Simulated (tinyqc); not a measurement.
Plane-wave Kohn-Sham cycle with exchange-only LDA in a layered model solid, step by step. Computed by tinyqc, a small Python program that keeps every step. Settings: points = 16, plane-wave index or count = 2, electrons = 2, k points = 3, area = 18.0, mixing = 0.1, iteration cap = 55. Command: `OMP_NUM_THREADS=1 python tinyqc.py 21119 21120 out.jsonl` (the two numbers bound the seeds that draw the settings). One thread of a shared host (Intel(R) Xeon(R) Processor @ 2.60GHz), about 0.02 s of CPU time with the checks.

A solid whose potential varies along x alone (atomic units):
```
parameter                      value
period a                    4.700000
cross-section of the cell  18.000000
electrons per cell                 2
grid points                       16
plane waves -n..n, n               2
k points                           3
V1 in V1 cos(2 pi x/a)     -0.320000
V2 in V2 cos(4 pi x/a)      0.170000
```

Stop when sqrt(dV sum R^2) is below 1e-8, dV = a A/N.

Course of the cycle:
```
iteration  E (hartree)  norm of the residual
1            -0.431456              1.13e-01
2            -0.427779              1.01e-01
3            -0.424889              8.94e-02
4            -0.422629              7.94e-02
5            -0.420868              7.06e-02
6            -0.419501              6.27e-02
7            -0.418441              5.57e-02
8            -0.417622              4.95e-02
9            -0.416988              4.40e-02
10           -0.416500              3.92e-02
11           -0.416123              3.48e-02
...                ...                   ...
45           -0.414855              6.96e-04
46           -0.414855              6.21e-04
47           -0.414855              5.55e-04
48           -0.414855              4.96e-04
49           -0.414854              4.43e-04
50           -0.414854              3.96e-04
51           -0.414854              3.54e-04
52           -0.414854              3.16e-04
53           -0.414854              2.82e-04
54           -0.414854              2.52e-04
55           -0.414854              2.26e-04
```

Can the last value be used, and what does the course show?

Not by the stop rule, although the second column moves by less than 1e-07 over the last three steps. Not converged within 55 iterations: the residual falls steadily but slowly, by a factor of about 0.89 a step. Reruns (cap 100 unless said): mixing 0.5, Kerker q0 1.0: converged in 39 (E = -0.41485); mixing 0.3, Pulay depth 5: converged in 9 (E = -0.41485); the original settings with a cap of 400: converged in 149 (E = -0.41485).
